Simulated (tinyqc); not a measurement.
MOS inversion layer, Poisson-Schroedinger loop: effect of the sheet density of depletion charge.

Electrons confined at an insulator interface at z = 0, treated as a hard wall; parabolic valleys, Hartree approximation, no image or exchange terms. The depletion charge lies far deeper than the electrons and gives a uniform field q Nd/(eps0 eps_r); the gate balances all charge. Energies are counted from the band edge at the interface.

Schroedinger equation -(C/mz) psi'' + (V0 + U) psi = E psi, C = hbar^2/(2 m0), psi(0) = 0, on a uniform mesh of 800 nodes with a far wall at 20 nm, 8 levels a set; V0 = q Nd z/(eps0 eps_r); dU/dz = q (Ns - integral of n from 0 to z)/(eps0 eps_r), U(0) = 0; N_k = g md m0 q Vt/(pi hbar^2) ln(1 + exp((EF - E_k)/Vt)), g the number of valleys of the set, sum N_k = Ns. Triangular well: E_k = a_k (C F^2/mz)^(1/3), a_1 = 2.338107, a_2 = 4.087949, C = hbar^2/(2 m0), F in eV/nm. Fang-Howard (all electrons in the lowest level of set A): b^3 = 6 (mz1/C) q (Nd + 11 Ns/32)/(eps0 eps_r), centroid 3/b, level C b^2/(4 mz1) + (3/b) q (Nd + 11 Ns/16)/(eps0 eps_r). The centroid adds 3.9 z_av/eps_r to an oxide-equivalent thickness. Shares under 0.0001 % are printed as 0.

Parameters, values chosen for the exercise; masses and permittivity close to those of gallium nitride:
- T = 300 K (temperature)
- eps_r = 9.67 (relative permittivity)
- mz1 = 0.199 m0 (mass along z of valley set A (1 valley(s)))
- md1 = 0.197 m0 (in-plane density-of-states mass of set A)
- Ns = 1.3e13 cm^-2 (sheet density of electrons)

Constants: q = 1.602176634e-19 C, kB = 1.380649e-23 J/K, hbar = 1.054571817e-34 J s, m0 = 9.1093837015e-31 kg, Vt = kB T/q, eps0 = 8.8541878128e-14 F/cm where lengths are in cm, hbar^2/(2 m0) = 0.0380998212 eV nm^2. Results are converted to the units shown.

Result of one run:

| A1 (meV) | A2 (meV) | EF (meV) | share of A1 (%) | share of A2 (%) | centroid z_av (nm) | added oxide equivalent (nm) | Fang-Howard centroid (nm) |
|---|---|---|---|---|---|---|---|
| 458 | 599 | 595 | 86.8 | 10.2 | 2.50 | 1.01 | 2.15 |

Which sheet density of depletion charge Nd gave this result: 1e11, 1.7e11, 3.1e11, 5.3e11 or 1.6e12 cm^-2?

Nd = 1.7e11 cm^-2.

The whole series:

| Nd (cm^-2) | A1 (meV) | A2 (meV) | EF (meV) | share of A1 (%) | share of A2 (%) | centroid z_av (nm) | added oxide equivalent (nm) | Fang-Howard centroid (nm) |
|---|---|---|---|---|---|---|---|---|
| 1e11 | 457 | 597 | 593 | 86.4 | 10.3 | 2.55 | 1.03 | 2.16 |
| 1.7e11 | 458 | 599 | 595 | 86.8 | 10.2 | 2.50 | 1.01 | 2.15 |
| 3.1e11 | 462 | 605 | 600 | 87.7 | 9.97 | 2.41 | 0.972 | 2.13 |
| 5.3e11 | 467 | 613 | 607 | 88.9 | 9.50 | 2.29 | 0.925 | 2.10 |
| 9.4e11 | 477 | 631 | 620 | 91.0 | 8.24 | 2.14 | 0.862 | 2.04 |
| 1.6e12 | 493 | 663 | 641 | 93.9 | 5.90 | 1.97 | 0.794 | 1.96 |
| 2.9e12 | 525 | 728 | 679 | 97.7 | 2.32 | 1.77 | 0.712 | 1.84 |
| 5e12 | 578 | 835 | 735 | 99.7 | 0.336 | 1.59 | 0.642 | 1.69 |

As Nd goes from 1e11 to 5e12, A1 rises from 457 to 578 meV, the share of A1 rises from 86.4 to 99.7 % and the centroid falls from 2.55 to 1.59 nm. A1 goes as Nd^(0.18) between the last two rows (a triangular well in the field of that charge alone gives 2/3). The Fang-Howard centroid is 15 % below the full one in the first row, where A1 holds 86.4 %, and 6.4 % above it in the last, where A1 holds 99.7 %.

Computed by the program tinyqc: `OMP_NUM_THREADS=1 python tinyqc.py 2160001 2160002 out.jsonl`, one thread of a shared Intel Xeon 2.30GHz, about 0.6 s for the whole run.
